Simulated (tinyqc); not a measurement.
## Polycrystalline film, grain-boundary barriers (Seto model): effect of the temperature

One-dimensional grains of size Lg with donors N; each boundary has Qt acceptor-like traps per area at one level Et below the band edge. Trapped electrons qt deplete a width w = qt/N (both sides together) and raise a barrier Vb = q N w^2/(8 eps0 eps_r). Current crosses the barriers by thermionic emission at small bias. Abrupt depletion, full ionisation, Boltzmann statistics.

Nc is given at 325 K and scales as (T/325 K)^1.5; mg and vc are fixed. Partly depleted grains: the density at the grain centre is n0 = N and qt = Qt/(1 + 2 (Nc/N) exp((Vb - Et)/Vt)). If that gives qt >= N Lg, the grains are fully depleted: qt = N Lg, w = Lg and n0 = 2 Nc exp((Vb - Et)/Vt)/(Qt/(N Lg) - 1). Resistivity: barriers rb = Vt exp(Vb/Vt)/(q n0 vc Lg), grain interior rg = (1 - w/Lg)/(q mg N); effective mobility 1/(q N (rb + rg)).

Inputs (values chosen for the exercise); values close to those of polycrystalline silicon:

| symbol | value | unit | meaning |
|---|---|---|---|
| eps_r | 11.7 |  | relative permittivity of the semiconductor |
| Lg | 50 | nm | grain size |
| Qt | 2.8e12 | cm^-2 | trap density at a boundary |
| N | 2.4e18 | cm^-3 | donor density |
| mg | 110 | cm^2/(V s) | mobility inside a grain |
| vc | 3.7e6 | cm/s | collection velocity at the barrier |
| Nc | 3.16e19 | cm^-3 | conduction-band density of states at the reference temperature |
| Et | 0.38 | eV | trap level below the band edge |

Constants: q = 1.602176634e-19 C, kB = 1.380649e-23 J/K, Vt = kB T/q, eps0 = 8.8541878128e-14 F/cm where lengths are in cm. Results are converted to the units shown.

The same in every row: n0 (cm^-3) = 2.400e18.

Result of one run:

| w/Lg | Vb (V) | resistivity (ohm cm) |
|---|---|---|
| 0.2333 | 0.06315 | 0.09267 |

Which temperature T gave this result: 220, 250, 310, 340 or 370 K?

T = 220 K.

The whole series:

| T (K) | w/Lg | Vb (V) | resistivity (ohm cm) |
|---|---|---|---|
| 220 | 0.2333 | 0.06315 | 0.09267 |
| 250 | 0.2333 | 0.06315 | 0.07492 |
| 280 | 0.2333 | 0.06315 | 0.06458 |
| 310 | 0.2333 | 0.06313 | 0.05803 |
| 340 | 0.2332 | 0.06308 | 0.05359 |
| 370 | 0.2330 | 0.06296 | 0.05042 |
| 400 | 0.2325 | 0.06270 | 0.04802 |
| 430 | 0.2316 | 0.06221 | 0.04608 |

As T goes from 220 to 430 K, the barrier falls from 0.0632 to 0.0622 V and the resistivity falls from 0.0927 to 0.0461 ohm cm. The grains are fully depleted in 0 of the 8 rows. The activation energy between the first two rows is 0.0336 eV. For T = 370 to 430 K the barrier is under 2 Vt, where the depletion and emission pictures are rough.

tinyqc, about 0.01 s, one thread, Intel Xeon 2.30GHz (shared host): `OMP_NUM_THREADS=1 python tinyqc.py 2610018 2610019 out.jsonl`
